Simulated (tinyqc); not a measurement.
## Surface Green function of a dimerised chain, Sancho-Rubio decimation: densities of states against energy

A semi-infinite lead of cells 0, 1, 2, ... with H0 inside a cell and H1 = <cell i|H|cell i + 1>. Cell A, B with A at the surface; -t1 joins A and B, -t2 joins B to the next A. z = E + i eta.

Start with e_s = e = H0, a = H1, b = H1^dagger. Each round: g = (z - e)^(-1); e_s <- e_s + a g b; e <- e + a g b + b g a; a <- a g a; b <- b g b (all with the old a, b). Round k joins cells 2^k apart. Stop when the largest entry of the matrices a and b is below 1e-12 eV; g_s = (z - e_s)^(-1), bulk (z - e)^(-1), density of states -Im Tr/pi. Here eta = 0.001 eV. Open modes are the crossings of E with the bands of H0 + H1 exp(ik) + H1^dagger exp(-ik) for 0 < k < pi.

H0 (eV):

|  | A | B |
|---|---|---|
| A | 0.32 | -1.01 |
| B | -1.01 | -0.32 |

H1 (eV):

|  | A | B |
|---|---|---|
| A | 0 | 0 |
| B | -2.2 | 0 |

Densities of states against energy:

| E (eV) | open modes | rounds | surface (1/eV) | bulk (1/eV) |
|---|---|---|---|---|
| -3.55 | 0 | 5 | 2.972e-4 | 7.582e-4 |
| -2.9 | 1 | 15 | 0.4222 | 0.4977 |
| -2.26 | 1 | 15 | 0.4179 | 0.3299 |
| -1.61 | 1 | 15 | 0.2295 | 0.3539 |
| -0.97 | 0 | 6 | 3.741e-4 | 7.428e-4 |
| -0.32 | 0 | 6 | 7.037e-4 | 1.804e-4 |
| 0.32 | 0 | 6 | 251.2 | 1.804e-4 |
| 0.97 | 0 | 6 | 7.903e-4 | 7.428e-4 |
| 1.61 | 1 | 15 | 0.1943 | 0.3539 |
| 2.26 | 1 | 15 | 0.3464 | 0.3299 |
| 2.9 | 1 | 15 | 0.3552 | 0.4977 |
| 3.55 | 0 | 5 | 2.616e-4 | 7.582e-4 |

What does the comparison show?

The bands of the infinite lead run over -3.23 to -1.23, 1.23 to 3.23 eV. The rounds lie between 5 and 15, 5.7 on average outside the bands and 15.0 inside. The surface density of states is largest at E = 0.32 eV among the rows (251 1/eV, bulk 1.80e-4): no mode is open there and the bulk has far less, which marks a state bound to the surface.

tinyqc, about 0.02 s, one thread, Intel Xeon 2.30GHz (shared host): `OMP_NUM_THREADS=1 python tinyqc.py 2680125 2680126 out.jsonl`
